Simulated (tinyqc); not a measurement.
# Carrier lifetime of a p-type layer with SRH, radiative, Auger and surface recombination: effects of single changes

Uniform excess density dn = dp (no trapping), n = n0 + dn, p = p0 + dn, Boltzmann statistics, full ionisation. Surfaces enter as a rate 2 S dn/d, which holds while diffusion to them is fast.

Parameters, values chosen for the exercise; band and dielectric values close to those of In0.53Ga0.47As: temperature T = 400 K; band gap Eg = 0.731 eV; conduction-band density of states at T Nc = 3.2e17 cm^-3; valence-band density of states at T Nv = 1.19e19 cm^-3; radiative coefficient B = 1.02e-10 cm^3/s; acceptor density N = 6.5e17 cm^-3; Auger coefficient (two electrons) Cn = 9.1e-30 cm^6/s; Auger coefficient (two holes) Cp = 1.3e-29 cm^6/s; trap density Nt = 3.8e12 cm^-3; capture cross-section for electrons sn = 4e-15 cm^2; capture cross-section for holes sp = 3e-14 cm^2; thermal velocity (both carriers) vth = 1.6e7 cm/s; trap level below the conduction band Et = 0.15 eV; surface recombination velocity (both faces) S = 0 cm/s; sample thickness d = 20 um.

Constants: q = 1.602176634e-19 C, kB = 1.380649e-23 J/K, Vt = kB T/q. Results are converted to the units shown.

Each table varies one quantity; the others keep the values above.

## Lifetime against injection

ni = sqrt(Nc Nv) exp(-Eg/(2 Vt)), Eg in volts; majority density N/2 + sqrt(N^2/4 + ni^2), n0 p0 = ni^2; n1 = Nc exp(-Et/Vt), p1 = Nv exp((Et - Eg)/Vt); tn0 = 1/(sn vth Nt), tp0 = 1/(sp vth Nt). With e = n p - ni^2 = dn (n0 + p0 + dn): U_SRH = e/(tp0 (n + n1) + tn0 (p + p1)), U_rad = B e, U_Aug = (Cn n + Cp p) e, U_s = 2 S dn/d. Each tau is dn over its rate; tau = dn/U with U the sum.

Lifetime against injection:
```
dn (cm^-3)  tau_SRH (s)  tau_rad (s)  tau_Aug (s)    tau (s)  radiative share (%)  largest path
1e11           4.115e-6     1.508e-8     1.821e-7   1.388e-8                92.04     radiative
1e12           4.115e-6     1.508e-8     1.821e-7   1.388e-8                92.04     radiative
1e13           4.115e-6     1.508e-8     1.821e-7   1.388e-8                92.04     radiative
1e14           4.115e-6     1.508e-8     1.820e-7   1.388e-8                92.04     radiative
1e15           4.116e-6     1.506e-8     1.813e-7   1.386e-8                92.02     radiative
1e16           4.124e-6     1.485e-8     1.747e-7   1.365e-8                91.86     radiative
1e17           4.188e-6     1.307e-8     1.251e-7   1.180e-8                90.28     radiative
1e18           4.445e-6     5.942e-9     1.984e-8   4.568e-9                76.87     radiative
1e19           4.627e-6    9.206e-10    4.092e-10  2.833e-10                30.77         Auger
```

Radiative recombination leads at dn = 1e11, Auger from 1e19 on. The total lifetime falls from 1.39e-8 to 2.83e-10 s. tau_SRH goes from 4.12e-6 s (low-injection limit 4.12e-6 s) to 4.63e-6 s (high-injection limit tn0 + tp0 = 4.66e-6 s). Between the last two rows tau_rad goes as dn^(-0.81) and tau_Aug as dn^(-1.69); the radiative share falls from 92.0 to 30.8 %. For dn = 1e17, 1e18, 1e19 the carriers are degenerate, where B and the Auger coefficients no longer stay constant.

## Effect of the capture cross-section for electrons at dn = 2e14 cm^-3

Same model as above.

Here dn = 2e14 cm^-3.

The same in every row: tau_rad (s) = 1.508e-8; tau_Aug (s) = 1.819e-7.

Results:
```
sn (cm^2)  tau_SRH (s)   tau (s)  radiative share (%)  largest path
3e-17         5.482e-4  1.392e-8                92.34     radiative
3e-16         5.483e-5  1.392e-8                92.32     radiative
3e-14         5.519e-7  1.358e-8                90.07     radiative
3e-13         5.847e-8  1.125e-8                74.58     radiative
3e-12         9.128e-9  5.513e-9                36.57           SRH
3e-11         4.194e-9  3.223e-9                21.37           SRH
```

Estimate the missing row, sn = 3e-15 cm^2.

Computed row:
```
sn (cm^2)  tau_SRH (s)   tau (s)  radiative share (%)  largest path
3e-15         5.486e-6  1.389e-8                92.11     radiative
```

With this row back in the table: Radiative recombination leads at sn = 3e-17, SRH from 3e-12 on. tau_SRH falls from 5.48e-4 to 4.19e-9 s and the total lifetime falls from 1.39e-8 to 3.22e-9 s.

Computed by the program tinyqc: `OMP_NUM_THREADS=1 python tinyqc.py 2300141 2300142 out.jsonl`, one thread of a shared Intel Xeon 2.30GHz, about 0.01 s for the whole run.
